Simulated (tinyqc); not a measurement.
# Changing the time step dt

Model: finite-difference solution of the diffusion equation on a small grid. Computed by tinyqc, a small Python program. Command: `OMP_NUM_THREADS=1 python tinyqc.py 3005519 3005520 out.jsonl fdiff sweep`. One thread of a shared host (Intel(R) Xeon(R) Processor @ 2.30GHz), about 0.01 s of CPU time with the checks.

dC/dt = D d2C/dx2 on nodes x_j = j dx, j = 0..8; the far end is sealed.

Inputs (values chosen for the exercise):
```
quantity           value              unit
diffusivity D         28            nm^2/s
grid spacing dx       50                nm
final time t_f       160                 s
surface value C_s     42  % of a reference
```

Boundary at x = 0: fixed surface value. Scheme: explicit.

start values C_j, j = 0, 1, ... (% of a reference): 0  0  0  0  0  0  0  0  0

Method:
- The operator M acts as (M C)_j = C_(j-1) - 2 C_j + C_(j+1); at the sealed far end a mirror node gives 2 C_(N-2) - 2 C_(N-1); at j = 0, C_0 is held at C_s from the start (row of zeros).
- r = D dt/dx^2.
- With r = D dt/dx^2: (1 - theta r M) C(new) = (1 + (1 - theta) r M) C(old); theta = 0 explicit, 1 implicit, 1/2 Crank-Nicolson.
- The run takes n = round(t_f/dt) steps of length t_f/n.
- The dose is the trapezoidal sum of C dx; the error is the largest difference from exp(M D t/dx^2) C(0), the exact time evolution on the same grid.

One run for each value:
```
time step dt (s)  largest error at t_f (%)  mesh ratio r  final C_4 (%)  final dose (% nm)
0.625                              0.02049         0.007         1.7403             3286.3
1.250                              0.04096         0.014         1.7361             3287.7
2.500                              0.08182         0.028         1.7274             3290.4
5.000                              0.16324         0.056         1.7098             3295.9
10.000                             0.32465         0.112         1.6727             3307.0
20.000                             0.64023         0.224         1.5918             3329.5
```

Over the rows, largest error at t_f (%) rises from 0.0205 to 0.640 (exponent d ln y / d ln x about 0.99 throughout). The exponent of largest error at t_f stays between 0.98 and 1.00, near 1: first order in the step.

Extremes, crossings and ranges named in words are read from the listed rows.
